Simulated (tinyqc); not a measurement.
## Isotype n-N heterojunction, non-linear Poisson equation by Newton steps, Fermi-Dirac statistics: effect of the donor density of material 1

One dimension, material 1 (n-type) at x < 0 and material 2 (n-type) at x > 0. Band edges: Ec = -psi in material 1 and -psi + dEc in material 2, Ev = Ec - Eg. Equilibrium, Fermi level at 0. n = Nc F((EFn - Ec)/Vt), p = Nv F((Ev - EFp)/Vt), with F(eta) = F_1/2(eta) = (2/sqrt(pi)) int_0^infinity sqrt(u) du/(1 + exp(u - eta)) (Fermi-Dirac statistics); full ionisation, no interface charge, classical densities; the doping types are chosen for the exercise. The polarisation charge of real nitride interfaces, of order 1e13 cm^-2, is left out.

Exact first integral: on each side D^2/(2 eps0 er) = G, G = q [Vt (nI_j - nI_b) + Vt (pI_j - pI_b) - C (psi_j - psi_b)], with C = +N1 or +N2, b the neutral end of that side, and nI, pI the densities with F_1/2 replaced by F_3/2(eta) = (4/(3 sqrt(pi))) int_0^infinity u^(3/2) du/(1 + exp(u - eta)). D is continuous, so er1 G1(psi_j) = er2 G2(psi_j) fixes psi_j. Ends from Nc1 F(psi_L/Vt) = N1 and Nc2 F((V + psi_R - dEc)/Vt) = N2. D is counted positive when psi rises towards material 2.

Inputs (values chosen for the exercise); band and dielectric values close to those of AlGaN and GaN:

| symbol | value | unit | meaning |
|---|---|---|---|
| T | 400 | K | temperature |
| Eg1 | 3.94 | eV | band gap of material 1 |
| er1 | 9.35 |  | relative permittivity of material 1 |
| Nc1 | 4.54e18 | cm^-3 | conduction-band density of states of material 1 |
| Nv1 | 9.21e19 | cm^-3 | valence-band density of states of material 1 |
| Eg2 | 3.36 | eV | band gap of material 2 |
| er2 | 9.42 |  | relative permittivity of material 2 |
| Nc2 | 3.56e18 | cm^-3 | conduction-band density of states of material 2 |
| Nv2 | 7.1e19 | cm^-3 | valence-band density of states of material 2 |
| dEc | -0.4 | eV | conduction-band offset Ec2 - Ec1 |
| N2 | 1e17 | cm^-3 | donor density of material 2 |
| V | 0 | V | bias of side 1 against side 2 |

Constants: q = 1.602176634e-19 C, kB = 1.380649e-23 J/K, Vt = kB T/q, eps0 = 8.8541878128e-14 F/cm where lengths are in cm. Results are converted to the units shown.

Effect of the donor density of material 1:
```
N1 (cm^-3),psi_R - psi_L (V),psi_j - psi_L (V),psi_R - psi_j (V),D/q (cm^-2),n_j in 1 (cm^-3),n_j in 2 (cm^-3)
5.5e14,-0.2119,-0.2042,-0.007740,-3.107e10,1.471e12,1.249e17
1.3e15,-0.2416,-0.2291,-0.01245,-5.115e10,1.686e12,1.429e17
3e15,-0.2704,-0.2511,-0.01927,-8.196e10,2.055e12,1.736e17
7.2e15,-0.3006,-0.2711,-0.02955,-1.327e11,2.770e12,2.326e17
1.7e16,-0.3302,-0.2868,-0.04344,-2.105e11,4.144e12,3.442e17
4e16,-0.3598,-0.2984,-0.06138,-3.303e11,6.975e12,5.666e17
9.3e16,-0.3890,-0.3059,-0.08308,-5.107e11,1.309e13,1.017e18
2.2e17,-0.4190,-0.3100,-0.1091,-7.910e11,2.783e13,1.970e18
```

As N1 goes from 5.5e14 to 2.2e17, the total bending falls from -0.212 to -0.419 V and the sheet charge D/q falls from -3.11e10 to -7.91e11 cm^-2; the share of the bending in material 1 falls from 96.3 to 74.0 %. In every row electrons move into material 2, which accumulates, while the other side depletes.

Numbers from tinyqc (`OMP_NUM_THREADS=1 python tinyqc.py 2040107 2040108 out.jsonl`; about 0.2 s on one thread of a shared Intel Xeon 2.30GHz).
